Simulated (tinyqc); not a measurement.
Inside a calculation. Method: Hubbard ring of 6 sites. Computed by tinyqc, a small Python program that keeps every step. Settings: hopping = 1.87, U = 8.9, mixing = 0.2, iteration cap = 76. Command: `OMP_NUM_THREADS=1 python tinyqc.py 24005 24006 out.jsonl` (the two numbers bound the seeds that draw the settings). One thread of a shared host (Intel(R) Xeon(R) Processor @ 2.60GHz), about 0.2 s of CPU time with the checks.

one-body matrix (hopping and site energies) (eV), order 1, 2, 3, 4, 5, 6:
$$\begin{pmatrix}
0.000000 & -1.870000 & 0.000000 & 0.000000 & 0.000000 & -1.870000 \\
-1.870000 & 0.000000 & -1.870000 & 0.000000 & 0.000000 & 0.000000 \\
0.000000 & -1.870000 & 0.000000 & -1.870000 & 0.000000 & 0.000000 \\
0.000000 & 0.000000 & -1.870000 & 0.000000 & -1.870000 & 0.000000 \\
0.000000 & 0.000000 & 0.000000 & -1.870000 & 0.000000 & -1.870000 \\
-1.870000 & 0.000000 & 0.000000 & 0.000000 & -1.870000 & 0.000000
\end{pmatrix}$$

U = 8.900000 eV

electrons, up and down: [2, 2]

n(up) at the start (a guess, not normalised): 1 0.783000, 2 0.000000, 3 0.783000, 4 0.000000, 5 0.783000, 6 0.000000

n(down) at the start (a guess): 1 0.000000, 2 0.783000, 3 0.000000, 4 0.783000, 5 0.000000, 6 0.783000

Each step fills the lowest levels of T + U n(other spin) and sets n(new) = n + mixing (n(out) - n); stop when output and input agree to 1e-8.

Course of the cycle:
```
iteration       E (eV)  largest |n(out) - n(in)|  mean |n_up - n_down|
1          -5.09463359                  4.99e-01              0.520927
2          -5.29927027                  3.99e-01              0.503907
3          -5.48172158                  3.24e-01              0.486019
4          -5.64205852                  2.73e-01              0.467606
5          -5.78748032                  2.35e-01              0.448945
6          -5.92151487                  2.08e-01              0.430194
7          -6.04629991                  1.86e-01              0.424580
8          -6.16296216                  1.69e-01              0.422516
9          -6.27187049                  1.54e-01              0.420460
10         -6.37291285                  1.40e-01              0.418196
11         -6.46577490                  1.41e-01              0.415568
...                ...                       ...                   ...
66         -7.15312267                  5.13e-03              0.484188
67         -7.15318684                  4.86e-03              0.484219
68         -7.15324371                  4.61e-03              0.484247
69         -7.15329417                  4.37e-03              0.484273
70         -7.15333898                  4.15e-03              0.484297
71         -7.15337882                  3.94e-03              0.484320
72         -7.15341428                  3.75e-03              0.484342
73         -7.15344588                  3.56e-03              0.484362
74         -7.15347409                  3.39e-03              0.484381
75         -7.15349930                  3.22e-03              0.484400
76         -7.15352187                  3.07e-03              0.484417
```

Can the last value be used, and what does the course show?

Not by the stop rule. Not converged within 76 iterations: the residual falls steadily but slowly, by a factor of about 0.95 a step. The lowest mean-field energy found from random starts is -6.74797 eV. Reruns (cap 100 unless said): mixing 0.5: not converged; mixing 0.9: not converged; the original settings with a cap of 400: not converged.
